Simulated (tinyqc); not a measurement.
Composition of the layer: band edges of strained Si(1-x)Ge(x) on relaxed Si(1-y)Ge(y).

Values are linear in the Ge fraction but for ED(x) = linear - CD x (1 - x) and a(x) = linear - Ca x (1 - x). Energies are on the common scale of Ev.

Coherent growth on a (001) face: e_par = (a(y) - a(x))/a(x), e_perp = -2 (C12/C11) e_par; exx = eyy = e_par, ezz = e_perp, no shear.

A valley with unit axis u lies at Ev + gap + (av + a_valley) tr(e) + Xu (u.e.u - tr(e)/3); the Delta axes are x, y, z and the L axes [111], [1-1-1], [-11-1], [-1-11]. The second-order shift of the Delta valleys under shear is left out; it lowers the pair normal to the sheared plane by tens of meV at a shear of 1 %.

Valence edges: Ev plus the levels of the 6 x 6 matrix of X, Y, Z times spin with -Dso/3 + l exx + m (eyy + ezz) on the diagonal (cyclic), n exy off it, l = av + 2 b, m = av - b, n = sqrt(3) d. Spin-orbit term (Dso/3) L.sigma on X, Y, Z with (L_k)_ij = -i epsilon_kij: <X+|H|Y+> = -i Dso/3, <X+|H|Z-> = Dso/3, <Y+|H|Z-> = -i Dso/3, <Z+|H|X-> = -Dso/3, <Z+|H|Y-> = i Dso/3, <X-|H|Y-> = i Dso/3, and their conjugates; + and - are the spin along z.

Values chosen for the exercise (end members near Si and Ge, in this order; shifted at random, so the results belong to these values and not to a real crystal):
```
symbol  value           unit      meaning
a       (5.431, 5.663)  angstrom  lattice constant
Dso     (0.043, 0.286)  eV        spin-orbit splitting
av      (2.43, 1.25)    eV        valence hydrostatic potential
b       (-2.11, -2.54)  eV        tetragonal shear potential
d       (-4.74, -5.32)  eV        trigonal shear potential
C11     (164.4, 129.9)  GPa
C12     (64.8, 48.3)    GPa
C44     (79.6, 67.5)    GPa
Ev      (0, 0.68)       eV        top of the unstrained valence band
ED      (1.174, 0.933)  eV        gap to the Delta valleys
EL      (2.041, 0.751)  eV        gap to the L valleys
aD      (1.86, 1.19)    eV        hydrostatic potential of the Delta gap
aL      (-2.92, -3.03)  eV        hydrostatic potential of the L gap
XuD     (9.33, 9.56)    eV        uniaxial potential, Delta
XuL     (16.77, 15.28)  eV        uniaxial potential, L
CD      0.205           eV        bowing of the Delta gap
Ca      0.027           angstrom  bowing of the lattice constant
face    001                       growth face
y       0                         Ge fraction of the relaxed buffer
```

The buffer is kept. dEc = Ec(buffer) - Ec(layer), dEv = Ev(layer) - Ev(buffer); buffer edges Ev(y) and Ev(y) + min(ED, EL). The digit behind Delta or L counts whole valleys.

Results:
```
x     e_par (%)  lowest valleys  gap (eV)  next valleys above (meV)  valence splitting (meV)  dEc (eV)  dEv (eV)
0.08      -0.30          Delta4     1.104                        51                       18     0.012     0.057
0.16      -0.61          Delta4     1.037                       102                       32     0.021     0.116
0.24      -0.93          Delta4     0.972                       155                       44     0.027     0.175
0.31      -1.20          Delta4     0.916                       201                       55     0.029     0.228
0.47      -1.85          Delta4     0.796                       309                       78     0.025     0.353
0.55      -2.18          Delta4     0.739                       364                       89     0.018     0.416
```

Give the missing row, x = 0.39.

Computed row:
```
x     e_par (%)  lowest valleys  gap (eV)  next valleys above (meV)  valence splitting (meV)  dEc (eV)  dEv (eV)
0.39      -1.52          Delta4     0.855                       255                       66     0.029     0.290
```

The gap is 1.104 eV in the first row and 0.739 eV in the last. The lowest valleys are Delta4 throughout. Per 0.1 of x the valence offset moves by +76 meV on average; the conduction offset lies between +12 and +29 meV, not monotonically. Both carriers sit on one side in every row. Offsets below about 30 meV are within the spread of parameter sets, so those rows do not settle the type. Strains above 2 % can be kept only in layers of a few nanometres.

Run: tinyqc, `OMP_NUM_THREADS=1 python tinyqc.py 1080825 1080826 out.jsonl`; Intel(R) Xeon(R) Processor @ 2.30GHz, one thread, shared host; about 0.02 s of CPU time with all checks.
